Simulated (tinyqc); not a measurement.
# Thermionic-field emission through a Schottky barrier, WKB: what changes with what

Metal on an n-type semiconductor with one parabolic valley; V > 0 is forward bias (metal positive). Energies E are counted from the conduction edge of the neutral semiconductor, whose Fermi level lies at -xi; that of the metal lies at -xi - V. The barrier is a parabola of height Vd = phi - xi - V (depletion approximation, no image force).

Parameters, values chosen for the exercise; band and dielectric values close to those of 4H silicon carbide:
```
symbol  value   unit                             meaning
T         350      K                         temperature
me       0.37     m0                       electron mass
eps_r    9.72                      relative permittivity
phi      1.25     eV  barrier height seen from the metal
Nd       1e18  cm^-3                       donor density
```

Constants: q = 1.602176634e-19 C, kB = 1.380649e-23 J/K, eps0 = 8.8541878128e-12 F/m, hbar = 1.054571817e-34 J s, h = 6.62607015e-34 J s, m0 = 9.1093837015e-31 kg, Vt = kB T/q. Results are converted to the units shown.

Each table varies one quantity; the others keep the values above.

## Contact resistivity against doping

Nc = 2 (2 pi me m0 kB T/h^2)^1.5 (times 1e-6 for cm^-3); Nd = Nc F12(-xi/Vt), F12(x) = (2/sqrt(pi)) int_0^infinity sqrt(u)/(1 + exp(u - x)) du; E00 = (hbar/2) sqrt(Nd/(me m0 eps0 eps_r)) in SI units (volts). For E < Vd, ln T(E) = -(Vd/E00) [sqrt(1 - y) - y ln((1 + sqrt(1 - y))/sqrt(y))], y = E/Vd; T(E) = 1 above. J = A* T (q/kB) int_0^infinity T(E) N(E) dE, N = ln[(1 + exp((-xi - E)/Vt))/(1 + exp((-xi - V - E)/Vt))], A* = 4 pi q me m0 kB^2/h^3 (times 1e-4 for A/(cm^2 K^2)). The integral is converged to the digits shown; the share over the barrier is that of E > Vd, and 0 means below 1e-6 %. The contact resistivity is rho_c = 1/(dJ/dV) at V = 0, where N becomes V f/Vt with f = 1/(1 + exp((E + xi)/Vt)). The last column is the thermionic value Vt exp(phi/Vt)/(A* T^2). By a common rule of thumb, E00/Vt below 0.5 marks thermionic emission, 0.5 to 5 thermionic-field emission and above 5 field emission.

Contact resistivity against doping:
```
Nd (cm^-3),E00/Vt,rho_c (ohm cm^2),thermionic rho_c (ohm cm^2)
9.3e16,0.09899,1.951e9,5.527e9
2.1e17,0.1488,1.252e9,5.527e9
4.9e17,0.2272,6.016e8,5.527e9
1.1e18,0.3404,1.859e8,5.527e9
2.6e18,0.5234,2.004e7,5.527e9
5.9e18,0.7885,4.546e5,5.527e9
1.3e19,1.170,1448,5.527e9
3.1e19,1.807,0.5192,5.527e9
7.1e19,2.735,5.925e-4,5.527e9
```

rho_c falls from 1.95e9 to 5.92e-4 ohm cm^2: 0.35 of the thermionic value in the first row (thermionic emission) and 1.1e-13 of it in the last (thermionic-field emission). Between the last two rows ln rho_c changes by 1.09 eV for each unit of 1/E00, to be set beside phi = 1.25 eV of the rule rho_c ~ exp(phi/E00). Even in the first row most of the current tunnels through the thin top of the barrier.

## Current against forward bias

Same model as above.

n = (dV/d ln J)/Vt.

Results:
```
V (V),J (A/cm^2),share over the barrier (%),mean E/Vd,n
0.121,6.121e-9,4.84,0.8912,1.030
0.231,2.002e-7,5.78,0.8904,1.051
0.342,6.600e-6,6.95,0.8896,1.054
0.563,0.006774,10.3,0.8879,1.060
0.673,0.2099,12.8,0.8874,1.065
0.784,6.589,16.1,0.8878,1.071
0.894,195.1,20.9,0.8913,1.082
```

Estimate the missing row, V = 0.452 V.

Computed row:
```
V (V),J (A/cm^2),share over the barrier (%),mean E/Vd,n
0.452,2.092e-4,8.41,0.8887,1.057
```

With this row back in the table: J rises from 6.12e-9 to 195 A/cm^2, and n rises from 1.03 to 1.08. The Padovani-Stratton slope is (E00/Vt) coth(E00/Vt) = 1.03; the middle row is 2.4 % above it.

Range of the model: One isotropic valley is assumed; bands with several valleys have a larger Richardson constant and Nc. The depletion approximation, a parabolic band and the neglect of image-force lowering make these currents estimates at high doping.

tinyqc, about 0.03 s, one thread, Intel Xeon 2.30GHz (shared host): `OMP_NUM_THREADS=1 python tinyqc.py 2640010 2640011 out.jsonl`
